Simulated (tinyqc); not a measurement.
Circuit elements from the admittance matrix.

Problem. Y belongs to a common-source circuit with y11 = i w (Cgs + Cgd), y12 = -i w Cgd, y21 = gm - i w Cgd, y22 = gds + i w (Cgd + Cd) and a resistance Rg in series with the gate; w = 2 pi f. Find Rg, Cgs + Cgd, Cgd, gm, gds and Cd.

Inputs (values chosen for the exercise):
- f = 2 GHz (signal frequency)

Y with Rg (mS):
```
                            1                            2
1  0.0002040629+0.0705816877i  -0.0000817449-0.0282740975i
2  0.4829628649-0.0296706562i   0.0415765471+0.0552230605i
```

Answer. 1/Y11 = Rg + 1/(i w (Cgs + Cgd)) gives Rg; removing it from Z11 returns the inner y, whose parts are read off.

Rg = 40.96 ohm
Cgs + Cgd = 5.617 fF
Cgd = 2.250 fF
gm = 0.4830 mS
gds = 0.04154 mS
Cd = 2.100 fF

Numbers from tinyqc (`OMP_NUM_THREADS=1 python tinyqc.py 2150008 2150009 out.jsonl`; about 0.01 s on one thread of a shared Intel Xeon 2.30GHz).
